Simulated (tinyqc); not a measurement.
Which strain makes the gap direct: strain-driven crossing of the Gamma and L valleys in a germanium-like crystal.

Biaxial loads: e0 is the in-plane strain e_par and the normal is free. (001): e_perp = -2 (C12/C11) e_par; exx = eyy = e_par, ezz = e_perp, no shear. (111): e_perp = -(2 C11 + 4 C12 - 4 C44)/(C11 + 2 C12 + 4 C44) e_par; exx = eyy = ezz = (2 e_par + e_perp)/3 and exy = eyz = ezx = (e_perp - e_par)/3. (110): e_perp = -(C11 + 3 C12 - 2 C44)/(C11 + C12 + 2 C44) e_par; exx = eyy = (e_par + e_perp)/2, ezz = e_par, exy = (e_perp - e_par)/2, eyz = ezx = 0. Uniaxial loads: a stress along n, scaled so that n.e.n = e0, with exx = s11 sxx + s12 (syy + szz), exy = s44 sxy/2, s11 = (C11 + C12)/((C11 - C12)(C11 + 2 C12)), s12 = -C12/((C11 - C12)(C11 + 2 C12)), s44 = 1/C44.

Edges from the unstrained valence top: Gamma at Eg + ac tr(e); an L valley with unit axis u at EgL + aL tr(e) + XuL (u.e.u - tr(e)/3), u along [111], [1-1-1], [-11-1], [-1-11]; valence edges are the levels of the 6 x 6 matrix of X, Y, Z times spin with -Dso/3 + l exx + m (eyy + ezz) on the diagonal (cyclic), n exy off it, l = av + 2 b, m = av - b, n = sqrt(3) d. Spin-orbit term (Dso/3) L.sigma on X, Y, Z with (L_k)_ij = -i epsilon_kij: <X+|H|Y+> = -i Dso/3, <X+|H|Z-> = Dso/3, <Y+|H|Z-> = -i Dso/3, <Z+|H|X-> = -Dso/3, <Z+|H|Y-> = i Dso/3, <X-|H|Y-> = i Dso/3, and their conjugates; + and - are the spin along z.

Values chosen for the exercise (near those of Ge, gaps at low temperature; shifted at random, so the results belong to these values and not to a real crystal):
- Eg = 0.9 eV (gap at Gamma to the s-like level)
- EgL = 0.751 eV (gap to L)
- Dso = 0.285 eV (spin-orbit splitting)
- ac = -8.18 eV (conduction deformation potential)
- av = 1.26 eV (valence hydrostatic potential)
- b = -2.52 eV (tetragonal shear potential)
- d = -5.36 eV (trigonal shear potential)
- aL = -1.4 eV (hydrostatic potential of the L edge, Xd + Xu/3)
- XuL = 16.42 eV (uniaxial potential, L)
- C11 = 129.4 GPa
- C12 = 47.4 GPa
- C44 = 66.7 GPa

For tension the difference Gamma minus lowest L is linear in e0; slope per 1 % and the e0 at which it vanishes (a dash: no crossing below 15 %), with the gap there.

Results:

| load | slope (meV per 1 %) | crossing e0 (%) | gap at the crossing (eV) |
|---|---|---|---|
| biaxial (001) | -85.9 | 1.73 | 0.587 |
| biaxial (110) | -26.3 | 5.67 | -0.342 |
| biaxial (111) | 39.4 | - | - |
| uniaxial [100] | -31.4 | 4.74 | 0.541 |
| uniaxial [111] | -4.5 | - | - |
| uniaxial [110] | 14.8 | - | - |

What does the comparison show, and why?

The smallest strain is needed for biaxial (001) (1.73 %), then uniaxial [100] (4.74 %). No crossing below 15 % is found for biaxial (111), uniaxial [111] and uniaxial [110]: shear splits the L valleys and pulls the lowest down nearly as fast as, or faster than, Gamma. Loads without off-diagonal strain, (001) and [100], gain (ac - aL) tr(e) = -68 meV per 1 % of volume. Crossings beyond about 3 % are sensitive to second-order terms, left out here. For uniaxial [111] the slope is a near cancellation, so terms beyond this linear model decide. A gap at or below zero marks a crossing beyond the range of this linear model.

Computed by tinyqc, a small Python program: `OMP_NUM_THREADS=1 python tinyqc.py 1050216 1050217 out.jsonl` (the numbers bound the seed that draws the inputs); one thread of a shared host (Intel(R) Xeon(R) Processor @ 2.30GHz), about 0.01 s for the whole set of steps.
